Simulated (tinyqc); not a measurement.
# Reverse leakage of an n+-p junction: diffusion, generation, trap-assisted and band-to-band tunnelling, step by step

tinyqc, about 0.01 s, one thread, Intel Xeon 2.30GHz (shared host): `OMP_NUM_THREADS=1 python tinyqc.py 2290077 2290078 out.jsonl` Printed values are rounded; ~0 in a residual or rate marks an entry under 1e-11 of the largest of its column.

One-sided abrupt junction in the depletion approximation, x from the junction (0) to W on the p side, field F = F0 (1 - x/W). Flat quasi-Fermi levels, long p side. Traps generate through SRH with both lifetimes shortened by 1 + Gamma (Hurkx enhancement, form for moderate fields); band-to-band generation is local and needs a total bending above Eg.

Inputs (values chosen for the exercise); band and dielectric values close to those of In0.53Ga0.47As: temperature T = 350 K; band gap Eg = 0.753 eV; relative permittivity eps_r = 14.1; conduction-band density of states at T Nc = 2.68e17 cm^-3; valence-band density of states at T Nv = 9.67e18 cm^-3; acceptor density of the lighter side Na = 2.2e17 cm^-3; donor density of the heavier side Nd = 1e19 cm^-3; SRH lifetime of both carriers at zero field tau = 2e-6 s; trap level above the intrinsic level Et = -0.12 eV; tunnelling mass mt = 0.052 m0; electron diffusion coefficient on the lighter side Dn = 4 cm^2/s; band-to-band prefactor Ab = 2.5e16 cm^-0.5 V^-2.5 s^-1; band-to-band field constant Bb = 6.46e6 V/cm; reverse bias VR = 0.7 V.

Constants: q = 1.602176634e-19 C, kB = 1.380649e-23 J/K, hbar = 1.054571817e-34 J s, m0 = 9.1093837015e-31 kg, Vt = kB T/q, eps0 = 8.8541878128e-14 F/cm where lengths are in cm. Results are converted to the units shown.

Range of the model: The n+ side is degenerate, so Vbi from Boltzmann statistics is only a guide.

## Field, scales and diffusion current

ni = sqrt(Nc Nv) exp(-Eg/(2 Vt)), Eg in volts; Vbi = Vt ln(Na Nd/ni^2); W = sqrt(2 eps0 eps_r (Vbi + VR)/(q Na)); F0 = 2 (Vbi + VR)/W; FG = sqrt(24 mt m0 (kB T)^3)/(q hbar); J_diff = q ni^2 sqrt(Dn/tau)(1 - exp(-VR/Vt))/Na.

ni = 6.101256e12 cm^-3
Vbi = 0.7480596 V
W = 101.2804 nm
F0 = 285.9505 kV/cm
FG = 211.9787 kV/cm
J_diff = 3.833904e-8 A/cm^2

## Generation rates across the layer

u = (Vbi + VR)(1 - x/W)^2, p = Na exp(-u/Vt), n = Nd exp((u - Vbi - VR)/Vt); G0 = ni^2 (1 - exp(-VR/Vt))/(tau (n + p + 2 ni cosh(Et/Vt))); Gamma = 2 sqrt(3 pi)(F/FG) exp((F/FG)^2); trap-assisted part G0 Gamma; G_bb = Ab F^2.5 exp(-Bb/F) with F in V/cm, zero unless Vbi + VR > Eg. 12 equal steps.

x, point 0 to 12 (nm): [0.0000, 8.4400, 16.8801, 25.3201, 33.7601, 42.2002, 50.6402, 59.0803, 67.5203, 75.9603, 84.4004, 92.8404, 101.2804]
F, point 0 to 12 (kV/cm): [285.9505, 262.1213, 238.2921, 214.4629, 190.6337, 166.8044, 142.9752, 119.1460, 95.3168, 71.4876, 47.6584, 23.8292, 0.0000]
Gamma, point 0 to 12: [51.10285, 35.02927, 24.42245, 17.28855, 12.39678, 8.974206, 6.526862, 4.733196, 3.379496, 2.320047, 1.451995, 0.6989900, 0]
G0, point 0 to 12 (cm^-3 s^-1): [1.861205e12, 3.723012e15, 5.632304e16, 5.705625e16, 5.705755e16, 5.705448e16, 5.682279e16, 4.911200e16, 1.341939e16, 1.651306e15, 3.192620e14, 1.178386e14, 8.447775e13]
G0 Gamma, point 0 to 12 (cm^-3 s^-1): [9.511291e13, 1.304144e17, 1.375546e18, 9.864197e17, 7.073299e17, 5.120186e17, 3.708745e17, 2.324567e17, 4.535076e16, 3.831108e15, 4.635669e14, 8.236800e13, 0]
G_bb, point 0 to 12 (cm^-3 s^-1): [1.688028e20, 1.741699e19, 1.167264e18, 4.411677e16, 7.612160e14, 4.306350e12, 4.608052e9, ~0, ~0, ~0, ~0, ~0, 0]

## Current components

Each current is q times the trapezoid sum of its rate; J adds J_diff; J_bb under 1e-8 of the sum is given as 0.

J_SRH = 4.769362e-8 A/cm^2
J_TAT = 5.902318e-7 A/cm^2
J_bb = 1.393223e-5 A/cm^2
J = 1.460850e-5 A/cm^2

A fine grid gives J = 1.087e-5 A/cm^2; the coarse sum is 34 % above it. On the fine grid the largest part is band-to-band tunnelling (93.6 %). The simple estimate q ni W/(2 tau cosh(Et/Vt)) is 92 % above the fine-grid J_SRH of 4.827e-8 A/cm^2, since near both edges n or p is large enough to quench generation.
